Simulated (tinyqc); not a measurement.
# Trap density and cross-section from the conductance peak

Question. For a continuum of interface traps on an n-type substrate Gp/w peaks at 2 pi f tau = 1.9803 with the height 0.40237 q Dit, and tau = 1/(sn vth Nd exp(psi/Vt)) with psi = ps. Find Dit, tau and sn.

Inputs (values chosen for the exercise):
```
symbol,value,unit,meaning
T,300,K,temperature
Nd,4.3e16,cm^-3,donor density
ps,-0.209,V,band bending psi
vth,4.7e7,cm/s,thermal velocity
```

Constants: q = 1.602176634e-19 C, kB = 1.380649e-23 J/K, Vt = kB T/q. Results are converted to the units shown.

peak Gp/w = 13.538024 nF/cm^2
frequency of the peak = 8640.2168 Hz

Solution. The height gives Dit, the position tau, and tau with the surface density gives sn.

Dit = 2.10e11 cm^-2 eV^-1
tau = 3.65e-5 s
sn = 4.40e-17 cm^2

tinyqc, about 0.01 s, one thread, Intel Xeon 2.30GHz (shared host): `OMP_NUM_THREADS=1 python tinyqc.py 2030016 2030017 out.jsonl`
